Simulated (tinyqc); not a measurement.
From results back to parameters: Landau levels with Rashba coupling. Three cases, with inputs chosen for the exercise.

Problem. At B = 0 the two Rashba branches E = c k^2/m +/- aR k (c = hbar^2/2m0) share one Fermi level: k_- - k_+ = 2 kR with kR = aR m/(2c), n_+/- = k^2/(4 pi). Their densities, read from the beating of the oscillations, were computed from a hidden aR; 1/angstrom^2 = 1e16/cm^2.

Constants: hbar^2/2m0 = 3.80998211 eV angstrom^2.

Find: k_-; k_+; aR.

Method. k = sqrt(4 pi n) for each branch, and aR = c (k_- - k_+)/m.

Case 1.

Values chosen (out of a larger set: near those of an asymmetric GaAs well; not measured data): m = 0.07 m0 (mass).

n_- = 3.09071 x 1e11/cm^2
n_+ = 2.80929 x 1e11/cm^2

Solution.

k_- = 0.01971 1/angstrom
k_+ = 0.01879 1/angstrom
aR = 0.05 eV angstrom

Case 2.

Values chosen (out of a larger set: near those of an asymmetric InAs well; not measured data): m = 0.0291 m0 (mass).

n_- = 0.97565 x 1e11/cm^2
n_+ = 0.62435 x 1e11/cm^2

Solution.

k_- = 0.01107 1/angstrom
k_+ = 0.00886 1/angstrom
aR = 0.29 eV angstrom

Case 3.

Values chosen (out of a larger set: near those of an asymmetric InGaAs well; not measured data): m = 0.0435 m0 (mass).

n_- = 1.51985 x 1e11/cm^2
n_+ = 1.08015 x 1e11/cm^2

Solution.

k_- = 0.01382 1/angstrom
k_+ = 0.01165 1/angstrom
aR = 0.19 eV angstrom

Computed by tinyqc, one run a case: `OMP_NUM_THREADS=1 python tinyqc.py N N+1 out.jsonl` with N = 1250143, 1250278, 1250511; one thread of a shared Intel(R) Xeon(R) Processor @ 2.30GHz, about 0.03 s a run at most.
